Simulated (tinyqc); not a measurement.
# Polycrystalline film, grain-boundary barriers (Seto model): effect of the temperature

One-dimensional grains of size Lg with donors N; each boundary has Qt acceptor-like traps per area at one level Et below the band edge. Trapped electrons qt deplete a width w = qt/N (both sides together) and raise a barrier Vb = q N w^2/(8 eps0 eps_r). Current crosses the barriers by thermionic emission at small bias. Abrupt depletion, full ionisation, Boltzmann statistics.

Nc is given at 250 K and scales as (T/250 K)^1.5; mg and vc are fixed. Partly depleted grains: the density at the grain centre is n0 = N and qt = Qt/(1 + 2 (Nc/N) exp((Vb - Et)/Vt)). If that gives qt >= N Lg, the grains are fully depleted: qt = N Lg, w = Lg and n0 = 2 Nc exp((Vb - Et)/Vt)/(Qt/(N Lg) - 1). Resistivity: barriers rb = Vt exp(Vb/Vt)/(q n0 vc Lg), grain interior rg = (1 - w/Lg)/(q mg N); effective mobility 1/(q N (rb + rg)).

Values chosen for this exercise; values close to those of polycrystalline silicon: relative permittivity of the semiconductor eps_r = 11.7; grain size Lg = 30 nm; trap density at a boundary Qt = 1.4e12 cm^-2; donor density N = 6.5e17 cm^-3; mobility inside a grain mg = 270 cm^2/(V s); collection velocity at the barrier vc = 3.4e6 cm/s; conduction-band density of states at the reference temperature Nc = 2.13e19 cm^-3; trap level below the band edge Et = 0.43 eV.

Constants: q = 1.602176634e-19 C, kB = 1.380649e-23 J/K, Vt = kB T/q, eps0 = 8.8541878128e-14 F/cm where lengths are in cm. Results are converted to the units shown.

The same in every row: n0 (cm^-3) = 6.5000e17.

Result of one run:
```
w/Lg,Vb (V),resistivity (ohm cm)
0.71789,0.058285,0.23291
```

Which temperature T gave this result: 250, 280, 310, 340 or 430 K?

T = 310 K.

The whole series:
```
T (K),w/Lg,Vb (V),resistivity (ohm cm)
220,0.71795,0.058295,0.39639
250,0.71795,0.058294,0.31360
280,0.71794,0.058293,0.26444
310,0.71789,0.058285,0.23291
340,0.71772,0.058257,0.21149
370,0.71722,0.058176,0.19617
400,0.71600,0.057978,0.18456
430,0.71340,0.057558,0.17509
```

As T goes from 220 to 430 K, the barrier falls from 0.0583 to 0.0576 V and the resistivity falls from 0.396 to 0.175 ohm cm. The grains are fully depleted in 0 of the 8 rows. The activation energy between the first two rows is 0.0370 eV. For T = 340 to 430 K the barrier is under 2 Vt, where the depletion and emission pictures are rough.

Program tinyqc, `OMP_NUM_THREADS=1 python tinyqc.py 2610129 2610130 out.jsonl`; Intel Xeon 2.30GHz, shared host, one thread, about 0.01 s.
